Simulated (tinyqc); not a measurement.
Heavy doping: gap narrowing, degeneracy and the minority density: one step. Product and minority density. Three cases, with inputs chosen for the exercise.

Task: Combine both effects.

Majority: N = Nc F_1/2(eta), eta the distance of EF beyond the majority band edge in kT. Degeneracy factor gam = F_1/2(eta)/exp(eta). ni0^2 = Nc Nv exp(-Eg/kT); product n p = ni0^2 gam exp(dEg/kT), dEg the true narrowing; apparent narrowing dEa = dEg + kT ln gam; minority density = n p/N.

Constants: kB = 8.617333262e-05 eV/K.

Give: ni0; exp(dEg/kT); dEa; sqrt(n p); minority density.

Case 1.

Values chosen (gap and densities of states near those of Si at this temperature; narrowing constants near the fits for Si; shifted at random, so the results belong to these values and not to a real crystal): N = 2.8e+19 1/cm^3 (ionised donors, equal to the majority density); Eg = 1.134 eV (gap); Nc = 2e+19 1/cm^3 (conduction-band density of states); Nv = 9.34e+18 1/cm^3 (valence-band density of states); T = 250 K.

dEg (empirical fit) = 87.2819 meV
gam = 0.615289

Result:

ni0 = 5.08e+07 1/cm^3
exp(dEg/kT) = 57.5
dEa = 76.8 meV
sqrt(n p) = 3.02e+08 1/cm^3
minority density = 0.00325 1/cm^3

Narrowing multiplies the product by 57.5 and degeneracy by 0.615; together they change the minority density by a factor 35.4 against ni0^2/N.

Case 2.

Values chosen (gap and densities of states near those of Si at this temperature; narrowing constants near the fits for Si; shifted at random, so the results belong to these values and not to a real crystal): N = 4.2e+19 1/cm^3 (ionised donors, equal to the majority density); Eg = 1.134 eV (gap); Nc = 2.1e+19 1/cm^3 (conduction-band density of states); Nv = 8.62e+18 1/cm^3 (valence-band density of states); T = 250 K.

dEg (empirical fit) = 75.9592 meV
gam = 0.502366

Result:

ni0 = 5.00e+07 1/cm^3
exp(dEg/kT) = 34.0
dEa = 61.1 meV
sqrt(n p) = 2.06e+08 1/cm^3
minority density = 0.00101 1/cm^3

Narrowing multiplies the product by 34 and degeneracy by 0.502; together they change the minority density by a factor 17.1 against ni0^2/N.

Case 3.

Values chosen (gap and densities of states near those of Si at this temperature; narrowing constants near the fits for Si; shifted at random, so the results belong to these values and not to a real crystal): N = 9.5e+19 1/cm^3 (ionised donors, equal to the majority density); Eg = 1.083 eV (gap); Nc = 5.01e+19 1/cm^3 (conduction-band density of states); Nv = 2.07e+19 1/cm^3 (valence-band density of states); T = 450 K.

dEg (empirical fit) = 89.6804 meV
gam = 0.520186

Result:

ni0 = 2.78e+13 1/cm^3
exp(dEg/kT) = 10.1
dEa = 64.3 meV
sqrt(n p) = 6.36e+13 1/cm^3
minority density = 4.26e+07 1/cm^3

Narrowing multiplies the product by 10.1 and degeneracy by 0.520; together they change the minority density by a factor 5.25 against ni0^2/N.

Computed by tinyqc, one run a case: `OMP_NUM_THREADS=1 python tinyqc.py N N+1 out.jsonl` with N = 1681717, 1681735, 1681853; one thread of a shared Intel(R) Xeon(R) Processor @ 2.30GHz, about 0.02 s a run at most.
